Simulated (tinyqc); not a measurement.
Time-dependent dielectric breakdown: cell percolation, Weibull statistics, area scaling and voltage extrapolation: one step, computed by the program tinyqc.

The oxide is divided into columns of area a^2, each holding m = t_ox/a cells (m is taken as continuous). A share lambda(t) = (t/t_1)^alpha of the cells is defective, and a column whose cells are all defective breaks down.

Task: A sample of breakdown times. Each device fails at t = t63 (-ln(1 - u))^(1/beta). Sort the times; median rank F_i = (i - 0.3)/(n_s + 0.4) for n_s devices; W = ln(-ln(1 - F_i)).

characteristic life t63 = 8636.228 s

uniform random numbers u: 0.8265  0.7328  0.7262  0.4499  0.6272  0.2768  0.7804  0.9807  0.0313  0.7770  0.0978

Weibull slope beta = 1.26

Give: Weibull plot.

Result:

Weibull plot:
```
i   t (s)     F_i   ln t       W
1     559  0.0614   6.33  -2.759
2    1421  0.1491   7.26  -1.823
3    3531  0.2368   8.17  -1.308
4    5740  0.3246   8.66  -0.935
5    8545  0.4123   9.05  -0.632
6   10605  0.5000   9.27  -0.367
7   10764  0.5877   9.28  -0.121
8   11918  0.6754   9.39   0.118
9   12015  0.7632   9.39   0.365
10  13475  0.8509   9.51   0.643
11  25681  0.9386  10.15   1.026
```

Caution: t_1 is an input here; in a real oxide it changes with thickness at fixed voltage.
